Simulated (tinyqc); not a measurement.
# Free and trapped electrons in a MOS channel with a dense trap tail, step by step

tinyqc, about 0.02 s, one thread, Intel Xeon 2.30GHz (shared host): `OMP_NUM_THREADS=1 python tinyqc.py 2222055 2222056 out.jsonl` Printed values are rounded.

p-type body, charge-sheet picture, full ionisation (an idealisation for deep acceptors), Boltzmann statistics for free electrons. e = Ec - EF at the surface. Acceptor-like traps of density D(E) = D0 + De exp(-E/Ew) at depth E below Ec, from 0 to Eu, hold n_t = integral of D(E)/(1 + exp((e - E)/Vt)). psi = Eg - Vt ln(Nv/Na) - e; N_dep = sqrt(2 eps0 eps_r Na (psi - Vt)/q); n_f = sqrt(N_dep^2 + 2 eps0 eps_r Vt Nc exp(-e/Vt)/q) - N_dep; Vg = Vfb + psi + q (N_dep + n_t + n_f)/Cox, Cox = eps0 eox/tox.

Values chosen for this exercise; band and dielectric values close to those of gallium nitride:
- T = 300 K (temperature)
- Eg = 3.38 eV (band gap)
- eps_r = 9.38 (relative permittivity)
- Nc = 2.31e18 cm^-3 (conduction-band density of states at T)
- Nv = 4.54e19 cm^-3 (valence-band density of states at T)
- eox = 3.9 (relative permittivity of the insulator)
- tox = 78 nm (insulator thickness)
- Na = 2.1e16 cm^-3 (acceptor density)
- Vfb = -2.84 V (flat-band voltage without trapped charge)
- D0 = 2.2e10 cm^-2 eV^-1 (constant background density of acceptor-like traps)
- De = 5.5e12 cm^-2 eV^-1 (density of the tail at the conduction edge)
- Ew = 0.07 eV (decay energy of the tail)
- Eu = 0.94 eV (depth below Ec down to which the traps reach)
- mf = 85 cm^2/(V s) (mobility of free electrons)
- e = 0.055 eV (Ec - EF at the surface)

Constants: q = 1.602176634e-19 C, kB = 1.380649e-23 J/K, Vt = kB T/q, eps0 = 8.8541878128e-14 F/cm where lengths are in cm. Results are converted to the units shown.

## Trapped charge

Trapezoid rule on 15 equal steps from 0 to Eu, f = 1/(1 + exp((e - E)/Vt)).

E, point 0 to 15 (eV): [0, 0.06266667, 0.1253333, 0.188, 0.2506667, 0.3133333, 0.376, 0.4386667, 0.5013333, 0.564, 0.6266667, 0.6893333, 0.752, 0.8146667, 0.8773333, 0.94]
D(E) f, point 0 to 15 (cm^-2 eV^-1): [5.878337e11, 1.301391e12, 8.817917e11, 3.946477e11, 1.750800e11, 8.456782e10, 4.756099e10, 3.244199e10, 2.626567e10, 2.374257e10, 2.271186e10, 2.229080e10, 2.211880e10, 2.204853e10, 2.201982e10, 2.200810e10]
n_t = 2.120389e11 cm^-2

With 1600 steps n_t = 2.158e11 cm^-2; the coarse value is 1.7 % below it.

## Charges and gate voltage

psi, N_dep, n_f and Vg as defined, with the n_t given; free share n_f/(n_f + n_t); apparent mobility mf n_f/(n_f + n_t); gate voltage spent on traps q n_t/Cox.

psi = 3.126489 V
N_dep = 8.216194e11 cm^-2
n_f = 4.372327e10 cm^-2
Vg = 4.185561 V
free share = 17.09528 %
apparent mobility = 14.53099 cm^2/(V s)
gate voltage spent on traps = 0.7673743 V
